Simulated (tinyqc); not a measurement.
Comparisons within one model: alloy A(1-x)B(x) by interpolation with bowing. A value that a table varies takes the place of the one given here.

Each gap follows E(x) = (1 - x) E_A + x E_B - C x (1 - x); the lattice constant follows Vegard, a(x) = (1 - x) a_A + x a_B.

Mass at Gamma from the Kane formula 1/m = F + Ep (Eg + 2 Dso/3)/(Eg (Eg + Dso)). F is fixed by the masses of A and B and interpolated linearly, as is Ep; Eg and Dso carry their bowing.

Constants: hc = 1239.841984 eV nm.

Parameters, chosen for this exercise (A near InSb, B near InAs; not measured data): a = (6.471, 6.05) angstrom (lattice constant of A, B); Eg = (0.233, 0.423) eV (gap at Gamma to the s-like level of A, B); EgX = (0.623, 1.443) eV (gap to the lowest valley along Gamma-X of A, B); EgL = (0.918, 1.131) eV (gap to L of A, B); C = (0.742, 0.538, 0.667) eV (bowing of the Gamma, X and L gaps); Dso = (0.819, 0.392) eV (spin-orbit splitting of A, B); Ep = (23.5, 21.5) eV (Kane energy of A, B); me = (0.0136, 0.0258) m0 (electron mass at Gamma of A, B); Cs = 1.43 eV (bowing of Dso); x = 0.3 (fraction of B).

## Gaps across the alloy

Eleven compositions.

Gaps (eV):
```
x    a (angstrom)  Gamma      X      L  lowest  wavelength (nm)
0.0        6.4710  0.233  0.623  0.918   Gamma             5321
0.1        6.4289  0.185  0.657  0.879   Gamma             6694
0.2        6.3868  0.152  0.701  0.854   Gamma             8142
0.3        6.3447  0.134  0.756  0.842   Gamma             9240
0.4        6.3026  0.131  0.822  0.843   Gamma             9470
0.5        6.2605  0.142  0.898  0.858   Gamma             8701
0.6        6.2184  0.169  0.986  0.886   Gamma             7340
0.7        6.1763  0.210  1.084  0.927   Gamma             5899
0.8        6.1342  0.266  1.193  0.982   Gamma             4656
0.9        6.0921  0.337  1.313  1.050   Gamma             3677
1.0        6.0500  0.423  1.443  1.131   Gamma             2931
```

The lowest valley is Gamma at every x. The Gamma gap has a minimum inside the range, 0.130 eV at x = (C - (E_B - E_A))/(2C) = 0.372, since the bowing exceeds the difference of the end gaps.

## Three ways to interpolate a mass

Linear in m, linear in 1/m, and the Kane formula.

Masses (m0):
```
x      Eg (eV)  linear in m  linear in 1/m    Kane  Kane m/Eg (1/eV)
0.000    0.233       0.0136         0.0136  0.0136            0.0584
0.125    0.176       0.0151         0.0145  0.0103            0.0589
0.250    0.141       0.0167         0.0154  0.0084            0.0591
0.375    0.130       0.0182         0.0165  0.0076            0.0586
0.500    0.142       0.0197         0.0178  0.0082            0.0576
0.625    0.178       0.0212         0.0193  0.0101            0.0566
0.750    0.236       0.0227         0.0211  0.0134            0.0568
0.875    0.318       0.0243         0.0232  0.0185            0.0583
1.000    0.423       0.0258         0.0258  0.0258            0.0610
```

At x = 0.5 the three give 0.0197, 0.0178 and 0.0082; judged by the largest distance, the Kane value is closer to the interpolation in 1/m (largest distances 0.0115 m0 from the rule in m, 0.0096 m0 from the rule in 1/m), and it dips below both end values, following the bowed gap, which neither rule can do. The ratio m/Eg varies by a factor of 1.08 while the gap varies by 3.25; a constant ratio is the two-band rule m = Eg/Ep at fixed Ep.

## What each parameter does

Gaps at x and the Kane mass. Each row changes one parameter from the base and keeps the others.

Results:
```
case                          Gamma (eV)  X (eV)  L (eV)  mass (m0)
base                              0.1342  0.7560  0.8418     0.0079
x = 0.34                          0.1311  0.7811  0.8407     0.0077
C = (0.842, 0.638, 0.767) eV      0.1132  0.7350  0.8208     0.0068
Eg = (0.245, 0.423) eV            0.1426  0.7560  0.8418     0.0082
EgX = (0.623, 1.371) eV           0.1342  0.7344  0.8418     0.0079
EgL = (0.872, 1.131) eV           0.1342  0.7560  0.8096     0.0079
Ep = (25.8, 23.7) eV              0.1342  0.7560  0.8418     0.0075
Cs = 1.48 eV                      0.1342  0.7560  0.8418     0.0079
```

The largest shifts from the base row, up to three for each result and ties (the steps differ in size, so this ranks the rows, not the parameters). Gamma (eV): C -0.0210, Eg +0.0084, x -0.0031; unchanged at the printed digits by EgX, EgL, Ep and Cs. X (eV): x +0.0251, EgX -0.0216, C -0.0210; unchanged at the printed digits by Eg, EgL, Ep and Cs. L (eV): EgL -0.0322, C -0.0210, x -0.0011; unchanged at the printed digits by Eg, EgX, Ep and Cs. mass (m0): C -0.0012, Ep -0.0004, Eg +0.0003; unchanged at the printed digits by EgX, EgL and Cs.

Computed by tinyqc, a small Python program: `OMP_NUM_THREADS=1 python tinyqc.py 1081138 1081139 out.jsonl` (the numbers bound the seed that draws the inputs); one thread of a shared host (Intel(R) Xeon(R) Processor @ 2.30GHz), about 0.01 s for the whole set of steps.
